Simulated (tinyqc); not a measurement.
# Off-state leakage of single and stacked transistors: two studies

n-channel devices of unit width. Subthreshold current I(Vg, Vs, Vd) = I0 (T/300 K)^0.5 exp[(Vg - Vs - VT(T) - gb (Vs - Vb) + dd (Vd - Vs))/(nf Vt)] (1 - exp(-(Vd - Vs)/Vt)), VT(T) = VT - cT (T - 300 K). Gate-edge tunnelling Ig (Vd/1 V) exp(ag (Vd - 1 V)), for a gate at 0 V, and band-to-band leakage Ab u exp(-Bb/u), u = Vd - Vb + 1 V, flow at a drain held at V; both are taken as independent of T. In a stack of off transistors (all gates at 0 V) the same subthreshold current passes through each.

Parameters, values chosen for the exercise; values of the order met in bulk silicon logic transistors: temperature T = 398 K; supply voltage V = 1 V; threshold at 300 K, zero drain and body bias VT = 0.41 V; fall of the threshold with temperature cT = 0.5 mV/K; current at threshold at 300 K I0 = 0.22 uA/um; slope factor nf = 1.48; drain-induced lowering per volt dd = 0.07; rise of the threshold per volt of source-body bias gb = 0.19; gate-edge tunnelling current at 1 V Ig = 0.0008 uA/um; exponential slope of the gate current ag = 4.4 1/V; prefactor of band-to-band leakage at the drain Ab = 2 uA/(um V); its exponential voltage Bb = 22 V; body voltage Vb = 0 V.

Constants: q = 1.602176634e-19 C, kB = 1.380649e-23 J/K, Vt = kB T/q. Results are converted to the units shown.

Each table varies one quantity; the others keep the values above.

## Subthreshold current against the height of the stack

All n gates at 0 V, bottom source at 0 V, top drain at V; node voltages follow from equal currents.

Subthreshold current against the height of the stack:
```
n	I (nA/um)	reduction factor	drain voltage of the bottom device (mV)	source voltage of the top device (mV)	voltage across the top device (V)
1	0.8204	1.000	1000	0	1.000
2	0.1853	4.427	59.94	59.94	0.9401
3	0.1059	7.745	23.53	82.46	0.9175
4	0.07444	11.02	14.93	96.68	0.9033
5	0.05746	14.28	10.98	107.1	0.8929
6	0.04682	17.52	8.695	115.4	0.8846
```

What does the comparison show?

The second transistor cuts the current by a factor of 4.43, the third by a further 1.75 and the sixth by 1.23. The top device keeps 88.5 % of the supply at n = 6, while the drain voltage of the bottom one falls to 0.254 Vt.

## Leakage components against the body voltage

Same model as above.

One transistor with Vg = Vs = 0, Vd = V; stack factor I(one)/I(two in series).

The same in every row: gate edge (nA/um) = 0.8000; stack factor = 4.427.

Results:
```
Vb (V)	subthreshold (nA/um)	band-to-band (nA/um)	total (nA/um)	largest part
0.2	1.734	0.01771	2.552	subthreshold
0	0.8204	0.06681	1.687	subthreshold
-0.4	0.1836	0.5014	1.485	gate edge
-0.6	0.08683	1.100	1.986	band-to-band
-0.8	0.04107	2.167	3.008	band-to-band
-1	0.01943	3.920	4.740	band-to-band
-1.2	0.009189	6.613	7.422	band-to-band
-1.4	0.004347	10.53	11.33	band-to-band
```

Estimate the missing row, Vb = -0.2 V.

Computed row:
```
Vb (V)	subthreshold (nA/um)	band-to-band (nA/um)	total (nA/um)	largest part
-0.2	0.3881	0.1998	1.388	gate edge
```

With this row back in the table: As Vb goes from 0.2 to -1.4, the total leakage goes from 2.55 through a minimum of 1.39 (at Vb = -0.2 among the rows listed) to 11.3 nA/um. The subthreshold part leads at Vb = 0.2, the gate edge part from -0.2, the band-to-band part from -0.6 on. The exact minimum lies at Vb = -0.248 V: reverse body bias lowers the subthreshold part by a decade every nf Vt ln 10/gb = 0.615 V but raises the band-to-band part. The reduction by a stack of two stays at 4.43, for the subthreshold part alone. For Vb = 0.2 the body is forward biased; the junction current, left out, is still small at this voltage.

Computed by the program tinyqc: `OMP_NUM_THREADS=1 python tinyqc.py 2242136 2242137 out.jsonl`, one thread of a shared Intel Xeon 2.30GHz, about 0.03 s for the whole run.
